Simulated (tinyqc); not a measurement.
Deep-level transient spectroscopy (DLTS) of one majority-carrier trap: one step, computed by the program tinyqc.

A filling pulse loads the traps in a one-sided junction; under reverse bias they empty at the rate e, and the capacitance relaxes as C(t) = C_0 - dC exp(-e t). The signal is S = [C(t_2) - C(t_1)]/dC.

Problem. Peaks for six windows. e = g sigma v N_b exp(-E/k_B T), v = sqrt(3 k_B T/m), N_b = 2 M (2 pi m k_B T/h^2)^(3/2), sigma = sigma_0, E = E_t - dE with the one-dimensional Poole-Frenkel lowering dE = sqrt(e^3 F/(pi eps eps_0)), F being held as an input apart from the bias (the centre is charged when empty). S(e) = exp(-e t_1) - exp(-e t_2) peaks at the rate window e_0 = ln(t_2/t_1)/(t_2 - t_1). t_1 is scaled by 0.1, 0.3, 1, 3, 10 and 30 at fixed t_2/t_1; each T_p by bisection.

Inputs (values chosen for the exercise, for a model semiconductor):
```
quantity                    value  unit
density-of-states mass m   0.0414   m_0
valleys M                       1     -
trap depth E_t              0.166    eV
cross-section sigma_0     5.1e-14  cm^2
degeneracy ratio g              2     -
gate time t_1                0.01     s
ratio t_2/t_1                   2     -
dielectric constant eps      19.5     -
mean field F                27000  V/cm
```

Carriers: electrons. Extra term: Poole-Frenkel lowering.

Constants: k_B = 8.617333262e-05 eV/K; k_B = 1.380649e-23 J/K; m_0 = 9.1093837015e-31 kg; h = 6.62607015e-34 J s; e = 1.602176634e-19 C; eps_0 = 8.8541878128e-12 F/m.

Give: Arrhenius data.

Solution.

Arrhenius data:
```
t_1 (s)  e_0 (1/s)  T_p (K)  1/(k_B T_p) (1/eV)  ln(e_0/T_p^2)
0.001        693.1    85.11               136.3         -2.347
0.003        231.0    80.83               143.6         -3.342
0.010         69.3    76.58               151.5         -4.438
0.030         23.1    73.07               158.8         -5.443
0.100          6.9    69.55               166.8         -6.548
0.300          2.3    66.62               174.2         -7.560
```
